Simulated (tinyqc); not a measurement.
Inside a calculation. Method: ROHF in the 3-21g basis, for H2-, spin multiplicity 2. The basis has no diffuse functions, so it cannot describe the extra electron: this is an exercise in the method, not the real anion. One step of it, computed by the program tinyqc.

Task: Iteration 3: building the Fock matrix. J_ij = sum D_kl (ij|kl) with D = D(alpha) + D(beta), K_ij = sum D_kl (ik|jl) for each spin; F = H + J - K(s); E = tr D H + tr D J / 2 - 0.5 sum_s tr D(s) K(s) + E_nn.

D(alpha) after iteration 2:
```
           1H 1s      1H 2s      2H 1s      2H 2s
1H 1s   0.092042   0.264311  -0.006866  -0.079931
1H 2s   0.264311   0.798618  -0.079931  -0.399494
2H 1s  -0.006866  -0.079931   0.092042   0.264311
2H 2s  -0.079931  -0.399494   0.264311   0.798618
```

D(beta) after iteration 2:
```
          1H 1s     1H 2s     2H 1s     2H 2s
1H 1s  0.042588  0.092190  0.042588  0.092190
1H 2s  0.092190  0.199562  0.092190  0.199562
2H 1s  0.042588  0.092190  0.042588  0.092190
2H 2s  0.092190  0.199562  0.092190  0.199562
```

core Hamiltonian H = T + V (hartree):
```
           1H 1s      1H 2s      2H 1s      2H 2s
1H 1s  -0.534212  -0.723757  -0.104708  -0.295771
1H 2s  -0.723757  -0.764289  -0.295771  -0.477656
2H 1s  -0.104708  -0.295771  -0.534212  -0.723757
2H 2s  -0.295771  -0.477656  -0.723757  -0.764289
```

Two-electron integrals (ij|kl) in chemists' order, unique and non-zero (hartree):
```
(11|11) 1.140145   (21|11) 0.611403   (21|21) 0.345152   (22|11) 0.626370
(22|21) 0.380329   (22|22) 0.482957   (31|11) 0.024703   (31|21) 0.015046
(31|22) 0.018822   (31|31) 0.001345   (32|11) 0.089283   (32|21) 0.056967
(32|22) 0.081533   (32|31) 0.005705   (32|32) 0.034299   (33|11) 0.362601
(33|21) 0.233884   (33|22) 0.351549   (33|31) 0.024703   (33|32) 0.183071
(33|33) 1.140145   (41|11) 0.183071   (41|21) 0.104676   (41|22) 0.117860
(41|31) 0.005705   (41|32) 0.021783   (41|33) 0.089283   (41|41) 0.034299
(42|11) 0.260546   (42|21) 0.161329   (42|22) 0.215479   (42|31) 0.011176
(42|32) 0.055842   (42|33) 0.260546   (42|41) 0.055842   (42|42) 0.119985
(43|11) 0.233884   (43|21) 0.150539   (43|22) 0.224384   (43|31) 0.015046
(43|32) 0.104676   (43|33) 0.611403   (43|41) 0.056967   (43|42) 0.161329
(43|43) 0.345152   (44|11) 0.351549   (44|21) 0.224384   (44|22) 0.328190
(44|31) 0.018822   (44|32) 0.117860   (44|33) 0.626370   (44|41) 0.081533
(44|42) 0.215479   (44|43) 0.380329   (44|44) 0.482957
```

nuclear repulsion = 0.36269857 hartree

Give: Coulomb J; exchange K(alpha); exchange K(beta); F(alpha); F(beta); total energy of this density.

Result:

Coulomb J (hartree):
```
        1H 1s   1H 2s   2H 1s   2H 2s
1H 1s  1.6854  1.0114  0.0616  0.3304
1H 2s  1.0114  1.2926  0.3304  0.6859
2H 1s  0.0616  0.3304  1.6854  1.0114
2H 2s  0.3304  0.6859  1.0114  1.2926
```

exchange K(alpha) (hartree):
```
        1H 1s   1H 2s   2H 1s   2H 2s
1H 1s  0.6187  0.5231  0.0410  0.1714
1H 2s  0.5231  0.5352  0.1714  0.2860
2H 1s  0.0410  0.1714  0.6187  0.5231
2H 2s  0.1714  0.2860  0.5231  0.5352
```

exchange K(beta) (hartree):
```
        1H 1s   1H 2s   2H 1s   2H 2s
1H 1s  0.3185  0.3067  0.1381  0.2142
1H 2s  0.3067  0.3525  0.2142  0.2948
2H 1s  0.1381  0.2142  0.3185  0.3067
2H 2s  0.2142  0.2948  0.3067  0.3525
```

F(alpha) (hartree):
```
         1H 1s    1H 2s    2H 1s    2H 2s
1H 1s   0.5325  -0.2355  -0.0842  -0.1368
1H 2s  -0.2355  -0.0070  -0.1368  -0.0777
2H 1s  -0.0842  -0.1368   0.5325  -0.2355
2H 2s  -0.1368  -0.0777  -0.2355  -0.0070
```

F(beta) (hartree):
```
         1H 1s    1H 2s    2H 1s    2H 2s
1H 1s   0.8327  -0.0191  -0.1813  -0.1795
1H 2s  -0.0191   0.1757  -0.1795  -0.0866
2H 1s  -0.1813  -0.1795   0.8327  -0.0191
2H 2s  -0.1795  -0.0866  -0.0191   0.1757
```

total energy of this density = -0.922309 hartree
